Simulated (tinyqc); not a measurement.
What each parameter does: six-band k.p model of the valence band of a wurtzite crystal.

At k = 0: E1 = D1c + D2c + Te + Le (pure HH); E2, E3 = Le + u +/- sqrt(u^2 + 2 D3c^2), u = (D1c - D2c + Te)/2, D1c = Dcr, D2c = D3c = Dso/3. The weight of LH in state 2 is fL = (E2 - Le)^2/((E2 - Le)^2 + 2 D3c^2). Relative strengths of transitions to the conduction band: for E perpendicular to c (TE) 1/2, fL/2, (1 - fL)/2; for E along c (TM) 0, 1 - fL, fL, with one momentum element for both directions.

Strain of a c-plane layer: exx = eyy = e_par, ezz = -2 (C13/C33) e_par; Le = D1 ezz + D2 (exx + eyy), Te = D3 ezz + D4 (exx + eyy).

Conduction edge: Ec = (top of the unstrained valence band) + Eg + (a1 + D1) ezz + (a2 + D2)(exx + eyy).

Parameters, chosen for this exercise (near those of AlGaN; the results hold for these values, not for the real material): Dcr = -0.0714 eV (crystal-field splitting); Dso = 0.0188 eV (spin-orbit splitting); Eg = 4.808 eV (direct gap at Gamma from the top of the unstrained valence band); a1 = -4.09 eV (gap potential along c); a2 = -11.08 eV (gap potential in the plane); D1 = -10.01 eV; D2 = 6.1 eV; D3 = 8.38 eV; D4 = -4.13 eV; C13 = 112 GPa; C33 = 390 GPa; e_par = -0.0219 (exx = eyy of a c-plane layer).

Splittings at k = 0 under the strain, fL and the lowest transition.

Results for these values:

| case | E1 - E2 (meV) | E1 - E3 (meV) | fL | lowest transition (eV) |
|---|---|---|---|---|
| base | 12.16 | 221.54 | 0.9982 | 5.0217 |

What happens to each result for D4 = -3.304 eV, all else kept?

Answer: E1 - E2 falls from 12.16 to 12.08; E1 - E3 falls from 221.54 to 185.44; fL falls from 0.9982 to 0.9974; lowest transition rises from 5.0217 to 5.0579.

The same for each parameter in turn:

| case | E1 - E2 (meV) | E1 - E3 (meV) | fL | lowest transition (eV) |
|---|---|---|---|---|
| base | 12.16 | 221.54 | 0.9982 | 5.0217 |
| Dso = 0.01504 eV | 9.79 | 220.15 | 0.9989 | 5.0226 |
| D2 = 7.32 eV | 12.16 | 221.54 | 0.9982 | 5.0217 |
| D3 = 10.056 eV | 12.19 | 242.59 | 0.9985 | 5.0006 |
| a1 = -3.272 eV | 12.16 | 221.54 | 0.9982 | 5.0320 |
| e_par = -0.02628 | 12.24 | 278.72 | 0.9989 | 5.0512 |
| D4 = -3.304 eV | 12.08 | 185.44 | 0.9974 | 5.0579 |
| Dcr = -0.05712 eV | 12.18 | 235.80 | 0.9984 | 5.0076 |
| a2 = -13.296 eV | 12.16 | 221.54 | 0.9982 | 5.1187 |

D1 and D2 shift all valence edges and the conduction edge alike, so they drop out of splittings and transitions.

Run: tinyqc, `OMP_NUM_THREADS=1 python tinyqc.py 1080044 1080045 out.jsonl`; Intel(R) Xeon(R) Processor @ 2.30GHz, one thread, shared host; about 0.01 s of CPU time with all checks.
